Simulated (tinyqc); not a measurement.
Mesh size and shift: special k points of the hexagonal lattice.

Lattice vectors in units of a: a1 = (1, 0), a2 = (-1/2, sqrt(3)/2); reciprocal vectors b_i with a_i . b_j = 2 pi delta_ij. Mesh: k = sum_i f_i b_i with f_i = (2 j_i + shift)/(2 N), j_i = 0 .. N-1. The point group of the lattice has 12 operations; only those that map the mesh onto itself are used.

A_m(k) = sum over the m-th star of lattice vectors R of cos(k . R), stars in order of length: m = 1: |R|^2 = 1, 6 vectors, such as (1, 1) in the basis a_i; m = 2: |R|^2 = 3, 6 vectors, such as (2, 1) in the basis a_i; m = 3: |R|^2 = 4, 6 vectors, such as (2, 2) in the basis a_i; m = 4: |R|^2 = 7, 12 vectors, such as (3, 2) in the basis a_i; m = 5: |R|^2 = 9, 6 vectors, such as (3, 3) in the basis a_i; m = 6: |R|^2 = 12, 6 vectors, such as (4, 2) in the basis a_i. The zone mean of every A_m is zero.

Test function, the lower band of a two-band insulator: E(k) = -sqrt(D^2 + (e0 - t A_1(k))^2).

Inputs chosen for the exercise:

| symbol | value | unit | meaning |
|---|---|---|---|
| D | 2.98 | eV | half gap term |
| t | 0.92 | eV | coupling |
| e0 | 3.27 | eV | offset |

Errors of the mean of E against the unshifted mesh with N = 96. The fifth column is |R|^2 of the shortest star with a non-zero mean.

Meshes:

| mesh | points | irreducible | operations | \|R\|^2 missed | error (meV) |
|---|---|---|---|---|---|
| 2 Gamma | 4 | 2 | 12 | 4.00 | -557.380 |
| 2 shifted | 4 | 2 | 4 | 4.00 | 202.314 |
| 3 Gamma | 9 | 3 | 12 | 9.00 | -46.333 |
| 3 shifted | 9 | 4 | 4 | 9.00 | 14.531 |
| 4 Gamma | 16 | 4 | 12 | 16.00 | 12.391 |
| 4 shifted | 16 | 6 | 4 | 16.00 | -4.074 |
| 5 Gamma | 25 | 5 | 12 | 25.00 | 3.180 |
| 5 shifted | 25 | 9 | 4 | 25.00 | -1.063 |
| 6 Gamma | 36 | 7 | 12 | 36.00 | -0.685 |
| 6 shifted | 36 | 12 | 4 | 36.00 | 0.228 |
| 8 Gamma | 64 | 10 | 12 | >36 | 0.042 |
| 8 shifted | 64 | 20 | 4 | >36 | -0.014 |
| 10 Gamma | 100 | 14 | 12 | >36 | -0.002 |
| 10 shifted | 100 | 30 | 4 | >36 | 0.001 |

reference mean = -4.81271 eV

What can be read from this table?

The shifted mesh has the smaller error for 7 of 7 values of N and the larger for 0. The cheapest mesh within 1 meV is 6 Gamma, with 7 irreducible points. A mesh misses the lattice vectors N (n1 a1 + n2 a2 + ...); the half shift gives each the sign (-1)^(n1 + n2 + ...), so the 6 shortest ones add up to -2 in place of 6. The shift lowers the symmetry; it leaves more irreducible points for N = 3, 4, 5, 6, 8 and 10.

tinyqc: `OMP_NUM_THREADS=1 python tinyqc.py 1682037 1682038 out.jsonl`; about 0.09 s, one thread, shared Intel(R) Xeon(R) Processor @ 2.30GHz.
